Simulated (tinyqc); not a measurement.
# Quantum limit of the contact resistance of a two-dimensional channel: effects of single changes

Parabolic band with gv valleys, C = hbar^2/(2 m0), eta = (EF - Ec)/(kB T). Landauer picture: each mode conducts 2 q^2/h, and the contacts and the channel add incoherently in series, 1/Tt - 1 = 2 (1/tc - 1) + L/lam for the total transmission Tt.

Values chosen for this exercise: temperature T = 77 K; mass m = 0.38 m0; valleys gv = 3; carrier density n = 4.7e12 cm^-2; transmission of each contact tc = 0.22; back-scattering length of the channel lam = 71 nm.

Constants: q = 1.602176634e-19 C, kB = 1.380649e-23 J/K, hbar = 1.054571817e-34 J s, h = 6.62607015e-34 J s, m0 = 9.1093837015e-31 kg, Vt = kB T/q, hbar^2/(2 m0) = 0.0380998212 eV nm^2. Results are converted to the units shown.

Each table varies one quantity; the others keep the values above.

## Quantum limit against density

n = N ln(1 + exp(eta)), N = gv m kB T/(2 pi C); modes per width M = gv sqrt(m kB T/C) Fm(eta)/(2 sqrt(pi)), Fm(x) = (1/sqrt(pi)) int_0^infinity u^(-1/2)/(1 + exp(u - x)) du; at zero temperature M0 = gv kF/pi, kF = sqrt(2 pi n/gv). kB T in eV. RQ = (h/2q^2)/M for the whole device, R = RQ/Tt; the part of one contact is Rc = RQ (1/tc - 1/2) and the channel adds RQ L/lam.

Quantum limit against density:
```
n (cm^-2)      eta  M (1/um)  M0 (1/um)  RQ/2 (ohm um)
1.4e11      -3.094     9.558      51.71          675.2
3.4e11      -2.175     22.91      80.58          281.6
8.3e11      -1.203     54.22      125.9          119.0
2e12       -0.1243     121.6      195.4          53.06
5e12         1.352     257.8      309.0          25.03
1.2e13       3.775     460.6      478.7          14.01
3e13         9.494     753.3      756.9          8.567
7.3e13       23.10      1180       1181          5.470
```

The limit for one contact, RQ/2, falls from 675 to 5.47 ohm um, as n^(-0.99) between the first two rows (eta = -3.1) and n^(-0.50) between the last two (eta = 23); the non-degenerate power is -1 and the degenerate one -1/2. M0 is 5.41 times M in the first row and 0.078 % above it in the last.

## Total resistance against length

Same model as above.

kB T in eV.

Total resistance against length:
```
L (nm)  R (ohm um)  share of the contacts (%)
8.9         430.96                     98.474
19          438.42                     96.798
40          453.93                     93.490
84          486.44                     87.243
180         557.36                     76.142
370         697.72                     60.824
790         1008.0                     42.101
1700        1680.3                     25.257
```

R is a straight line in L with intercept 2 Rc = 424 ohm um; the share of the contacts falls from 98.5 to 25.3 % and is one half at L = lam (2/tc - 1) = 574 nm.

Computed by the program tinyqc: `OMP_NUM_THREADS=1 python tinyqc.py 2760028 2760029 out.jsonl`, one thread of a shared Intel Xeon 2.30GHz, about 0.01 s for the whole run.
